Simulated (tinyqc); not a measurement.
Inside a calculation. Method: plane-wave Kohn-Sham cycle with exchange-only LDA in a layered model solid. Computed by tinyqc, a small Python program that keeps every step. Settings: points = 16, plane-wave index or count = 3, electrons = 2, k points = 3, area = 22.0, mixing = 0.1, iteration cap = 66, Pulay depth = 3. Command: `OMP_NUM_THREADS=1 python tinyqc.py 21417 21418 out.jsonl` (the two numbers bound the seeds that draw the settings). One thread of a shared host (Intel(R) Xeon(R) Processor @ 2.60GHz), about 0.04 s of CPU time with the checks. Later iterations appear only in the table of the cycle.

## Iteration 1: potential

A solid whose potential varies along x alone (atomic units):
```
parameter,value
period a,15.300000
cross-section of the cell,22.000000
electrons per cell,2
grid points,16
"plane waves -n..n, n",3
k points,3
V1 in V1 cos(2 pi x/a),-0.520000
```

density at the start, on the grid x_j = j a/N (e/bohr^3): 0.00594177  0.00594177  0.00594177  0.00594177  0.00594177  0.00594177  0.00594177  0.00594177  0.00594177  0.00594177  0.00594177  0.00594177  0.00594177  0.00594177  0.00594177  0.00594177

V_H(G) = 4 pi rho(G)/G^2 for G != 0 (uniform background); v_x = -(3 rho/pi)^(1/3); V = V_ext + V_H + v_x; Fourier components f(G_m) = (1/N) sum_j f(x_j) exp(-i G_m x_j).

Potentials on the grid (hartree):
```
x,V_ext,V_H,v_x,V
0.000000,-0.520000,0.000000,-0.178359,-0.698359
0.956250,-0.480417,0.000000,-0.178359,-0.658777
1.912500,-0.367696,0.000000,-0.178359,-0.546055
2.868750,-0.198995,0.000000,-0.178359,-0.377355
3.825000,0,0.000000,-0.178359,-0.178359
4.781250,0.198995,0.000000,-0.178359,0.020636
5.737500,0.367696,0.000000,-0.178359,0.189336
6.693750,0.480417,0.000000,-0.178359,0.302058
7.650000,0.520000,0.000000,-0.178359,0.341641
8.606250,0.480417,0.000000,-0.178359,0.302058
9.562500,0.367696,0.000000,-0.178359,0.189336
10.518750,0.198995,0.000000,-0.178359,0.020636
11.475000,0,0.000000,-0.178359,-0.178359
12.431250,-0.198995,0.000000,-0.178359,-0.377355
13.387500,-0.367696,0.000000,-0.178359,-0.546055
14.343750,-0.480417,0.000000,-0.178359,-0.658777
```

V(G_m), m = 0, 1, 2, ... (hartree): -0.178359  -0.260000  0.000000  0.000000  0.000000  0.000000  0.000000

## Iteration 1: Hamiltonian at one k

k = 0.000000 2 pi / a

H(m,m') = (k + G_m)^2/2 delta + V(G_m - G_m'), with V(-G) = V(G).

H (hartree):
```
,-3,-2,-1,+0,+1,+2,+3
-3,0.580549,-0.260000,0.000000,0.000000,0.000000,0.000000,0.000000
-2,-0.260000,0.158933,-0.260000,0.000000,0.000000,0.000000,0.000000
-1,0.000000,-0.260000,-0.094036,-0.260000,0.000000,0.000000,0.000000
+0,0.000000,0.000000,-0.260000,-0.178359,-0.260000,0.000000,0.000000
+1,0.000000,0.000000,0.000000,-0.260000,-0.094036,-0.260000,0.000000
+2,0.000000,0.000000,0.000000,0.000000,-0.260000,0.158933,-0.260000
+3,0.000000,0.000000,0.000000,0.000000,0.000000,-0.260000,0.580549
```

## Iteration 1: levels at that k

Diagonalise the Hermitian matrix.

eigenvalues (hartree): -0.555614  -0.281032  -0.030849  0.204995  0.327890  0.721483  0.725660

## Iteration 1: new density

Motion across x is left out: the lowest 1 band(s) hold two electrons at each of the k points (j + 1/2)/nk - 1/2. Residual R = rho(out) - rho(in); rho(new) = rho(in) + 0.1 R. rho(out) = 2/(a A nk) sum |psi|^2 with psi = sum c exp(i G x). Harris energy E = band energy - dV sum rho (V_H/2 + v_x) + (3/4) dV sum rho v_x with rho(in), dV = a A/N, band energy = (2/nk) sum of the filled levels.

rho(out) (e/bohr^3): 0.02654380  0.02086360  0.01000229  0.00283853  0.00048111  0.00006377  0.00001159  0.00000119  0.00000038  0.00000119  0.00001159  0.00006377  0.00048111  0.00283853  0.01000229  0.02086360

density after iteration 1 (e/bohr^3): 0.00800197  0.00743395  0.00634782  0.00563145  0.00539571  0.00535397  0.00534875  0.00534771  0.00534763  0.00534771  0.00534875  0.00535397  0.00539571  0.00563145  0.00634782  0.00743395

energy per cell = -1.02187766 hartree

## Iteration 2: potential

As before.

Potentials on the grid (hartree):
```
x,V_ext,V_H,v_x,V
0.000000,-0.520000,0.090543,-0.196965,-0.626422
0.956250,-0.480417,0.079288,-0.192190,-0.593319
1.912500,-0.367696,0.051396,-0.182333,-0.498633
2.868750,-0.198995,0.018434,-0.175199,-0.355760
3.825000,0,-0.011441,-0.172719,-0.184160
4.781250,0.198995,-0.035217,-0.172272,-0.008494
5.737500,0.367696,-0.052267,-0.172216,0.143212
6.693750,0.480417,-0.062506,-0.172205,0.245707
7.650000,0.520000,-0.065919,-0.172204,0.281877
8.606250,0.480417,-0.062506,-0.172205,0.245707
9.562500,0.367696,-0.052267,-0.172216,0.143212
10.518750,0.198995,-0.035217,-0.172272,-0.008494
11.475000,0,-0.011441,-0.172719,-0.184160
12.431250,-0.198995,0.018434,-0.175199,-0.355760
13.387500,-0.367696,0.051396,-0.182333,-0.498633
14.343750,-0.480417,0.079288,-0.192190,-0.593319
```

V(G_m), m = 0, 1, 2, ... (hartree): -0.177965  -0.227007  0.002957  -0.000068  -0.000127  -0.000006  0.000015

## Iteration 2: Hamiltonian at one k

k = 0.000000 2 pi / a

As before.

H (hartree):
```
,-3,-2,-1,+0,+1,+2,+3
-3,0.580944,-0.227007,0.002957,-0.000068,-0.000127,-0.000006,0.000015
-2,-0.227007,0.159328,-0.227007,0.002957,-0.000068,-0.000127,-0.000006
-1,0.002957,-0.227007,-0.093642,-0.227007,0.002957,-0.000068,-0.000127
+0,-0.000068,0.002957,-0.227007,-0.177965,-0.227007,0.002957,-0.000068
+1,-0.000127,-0.000068,0.002957,-0.227007,-0.093642,-0.227007,0.002957
+2,-0.000006,-0.000127,-0.000068,0.002957,-0.227007,0.159328,-0.227007
+3,0.000015,-0.000006,-0.000127,-0.000068,0.002957,-0.227007,0.580944
```

## Iteration 2: levels at that k

As before.

eigenvalues (hartree): -0.496053  -0.245714  -0.020473  0.197427  0.293353  0.692071  0.694683

## Iteration 2: new density

B (overlaps of the stored error matrices):
```
,1,2
1,1.2269564e-03,1.0672216e-03
2,1.0672216e-03,9.2925535e-04
```

Motion across x is left out: the lowest 1 band(s) hold two electrons at each of the k points (j + 1/2)/nk - 1/2. Residual R = rho(out) - rho(in); rho(new) = rho(in) + 0.1 R; Pulay mixing then takes sum c_i of the stored mixed densities, with c from B_ij = sum R_i R_j as in DIIS. rho(out) = 2/(a A nk) sum |psi|^2 with psi = sum c exp(i G x). Harris energy E = band energy - dV sum rho (V_H/2 + v_x) + (3/4) dV sum rho v_x with rho(in), dV = a A/N, band energy = (2/nk) sum of the filled levels.

rho(out) (e/bohr^3): 0.02552979  0.02040223  0.01032975  0.00326218  0.00065571  0.00010083  0.00001669  0.00000185  0.00000008  0.00000185  0.00001669  0.00010083  0.00065571  0.00326218  0.01032975  0.02040223

DIIS coefficients: -6.337873  7.337873

density after iteration 2 (e/bohr^3): 0.02086366  0.01694991  0.00926971  0.00389291  0.00191756  0.00149928  0.00143615  0.00142498  0.00142367  0.00142498  0.00143615  0.00149928  0.00191756  0.00389291  0.00926971  0.01694991

energy per cell = -0.90959165 hartree

## Convergence

Stop when sqrt(dV sum R^2) is below 1e-8, dV = a A/N.

Course of the cycle:
```
iteration,E (hartree),norm of the residual
1,-1.02187766,1.61e-01
2,-0.90959165,1.40e-01
3,-0.61011424,1.06e-01
4,-0.63952134,6.33e-02
5,-0.65169832,6.80e-02
6,-0.59055361,5.44e-02
7,-0.57616848,1.26e-02
8,-0.57862038,1.87e-02
9,-0.57632166,1.26e-02
10,-0.57470493,1.44e-03
11,-0.57470040,7.07e-04
...,...,...
37,-0.57470626,1.91e-07
38,-0.57470626,1.38e-07
39,-0.57470626,1.20e-07
40,-0.57470626,8.72e-08
41,-0.57470626,6.22e-08
42,-0.57470626,5.55e-08
43,-0.57470626,3.24e-08
44,-0.57470626,2.62e-08
45,-0.57470626,1.60e-08
46,-0.57470626,1.41e-08
47,-0.57470626,8.04e-09
```

Converged in 47 iterations. Before convergence this energy mixes input and output and is not variational, so it may rise towards its limit.
